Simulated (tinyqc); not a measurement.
# Oxidation of curved silicon (wires and holes): cylindrical Deal-Grove kinetics with stress-retarded reaction, step by step

A worked calculation. Computed by tinyqc, a small Python program that keeps every step. Command: `OMP_NUM_THREADS=1 python tinyqc.py 3009617 3009618 out.jsonl wireox walk`. One thread of a shared host (Intel(R) Xeon(R) Processor @ 2.30GHz), about 0.01 s of CPU time with the checks. Intermediate numbers are printed to about 5 digits and carried at full precision; extremes and crossings named in words are read from the listed rows.

Silicon fills r > a and oxide b < r < a. One volume of silicon gives 2.25 volumes of oxide, and the length is fixed.

Inputs (values chosen for the exercise, close to those used for silicon in dry oxygen): prefactor B0 = 800 um^2/h; activation energy E_B = 1.24 eV; prefactor (B/A)0 = 4.89e+06 um/h; activation energy E_A = 1.99 eV; starting silicon radius a0 = 29 nm; starting oxide x_i = 1 nm; viscosity prefactor eta0 = 3.8e-09 Pa s; viscosity energy E_eta = 5.45 eV; critical shear stress s_c = 80 MPa; activation volume V_k = 11 angstrom^3; temperature T = 875 C; time t = 0.38 h.

Shape: hole (concave).

Constants: k_B = 8.617333262e-05 eV/K.

## Planar constants and viscosity

B = B0 exp(-E_B/(k_B T)), B/A = (B/A)0 exp(-E_A/(k_B T)), eta = eta0 exp(E_eta/(k_B T)); 1 um = 1000 nm. Temperatures in kelvin are T(C) + 273.15.

B = 2885.0 nm^2/h

B/A = 9.0001 nm/h

low-stress viscosity eta = 3.1801e+15 Pa s

k_B T = 0.098940 eV

## Rate at the start

Geometry: b^2 = b0^2 - 1.25 (a^2 - a0^2), b0 = a0 - x_i. Rate of oxide made per interface area: q = 1/[1/k + 2 a |ln(b/a)|/B], and |da/dt| = q/2.25. Reaction k = (B/A) exp(-sigma V_k/(k_B T)). New oxide pushes the old with radial speed u = 1.25 |da/dt| at r = a; the shear stress at radius r is s_c asinh(z a^2/r^2), z = 2 eta u/(a s_c) (Eyring flow), and the compressive normal stress at the interface is sigma = |int_a^b 2 s/r dr| = s_c |F(z) - F(z a^2/b^2)|, F(y) = int_0^y asinh(w)/w dw. q and sigma are solved together. 1 MPa angstrom^3 = 6.241509e-6 eV.

oxide radius b0 = 28 nm

rate q without stress = 8.9434 nm/h

normal stress sigma = 50.150 MPa

factor on the reaction = 0.96580

rate q with stress = 8.6393 nm/h

## State after time t

Integrate da/dt adaptively (tolerance 1e-8); a wire counts as consumed at a = 0.5 nm and a hole as closed at b = 0.5 nm. Planar reference: x^2 + A x = B t + x_i^2 + A x_i, A = B/(B/A).

silicon radius a = 30.366 nm

oxide thickness = 4.2392 nm

normal stress at time t = 213.39 MPa

planar thickness = 4.3638 nm

ratio to the planar thickness = 0.97146

Stress now cuts the reaction constant to 86 % of its planar value. Caution: planar dry oxides this thin grow faster than Deal-Grove predicts. Caution: the oxide is taken as a purely viscous fluid in steady flow; elasticity, stress-dependent diffusion and thin-oxide enhancement are left out.

## Geometry alone against geometry with stress

A dash marks a stress-free run that has consumed the wire or closed the hole.

Oxide thickness (nm):
```
t (h)   planar  curved, no stress  curved, with stress  a (nm)  sigma (MPa)
0.0114  1.1019             1.1040               1.1003  29.044        55.18
0.0380  1.3395             1.3474               1.3336  29.145        66.89
0.0760  1.6783             1.6964               1.6650  29.288        83.52
0.1520  2.3539             2.3995               2.3210  29.568       116.49
0.2660  3.3619             3.4672               3.2891  29.975       165.27
0.3800  4.3638             4.5511               4.2392  30.366       213.39
0.5700  6.0201             6.3966               5.7855  30.986       292.43
0.7600  7.6602             8.2955               7.2892  31.569       370.45
```

At 0.76 h the thickness is 1.083 of the planar value from geometry alone and 0.952 with stress. In a hole the oxide is squeezed into a smaller circumference, which thickens it, while the oxidant must spread over a larger interface. Stress takes 12 % off the stress-free value. Caution: elasticity of the oxide, stress-dependent diffusion and thin-oxide enhancement are left out.

Checks made by the program: large-radius limit against the planar law (relative difference 3e-09).
